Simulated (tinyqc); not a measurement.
# Doping from two capacitances

Question. An abrupt p-n junction obeys 1/C^2 = 2 (Vbi - V)/(q eps0 eps_r Ne), Ne = Na Nd/(Na + Nd), Vbi = Vt ln(Na Nd/ni^2), V the bias of the p side. Nd is known to be the larger doping. Find Ne, Vbi, Na and Nd.

Inputs (values chosen for the exercise):
- T = 325 K (temperature)
- eps_r = 12.2 (relative permittivity)

Constants: q = 1.602176634e-19 C, kB = 1.380649e-23 J/K, Vt = kB T/q, eps0 = 8.8541878128e-14 F/cm where lengths are in cm. Results are converted to the units shown.

C at V = -0.3 and -5.8 V (nF/cm^2): [26.590475, 11.288372]
ni = 2.9177146e9 cm^-3

Solution. The slope of 1/C^2 against -V gives Ne and its intercept Vbi. Then Na Nd = ni^2 exp(Vbi/Vt) and Na + Nd = Na Nd/Ne, so both are roots of one quadratic.

Ne = 9.88e15 cm^-3
Vbi = 0.909 V
Na = 1.10e16 cm^-3
Nd = 9.70e16 cm^-3

Computed by the program tinyqc: `OMP_NUM_THREADS=1 python tinyqc.py 2000047 2000048 out.jsonl`, one thread of a shared Intel Xeon 2.30GHz, about 0.02 s for the whole run.
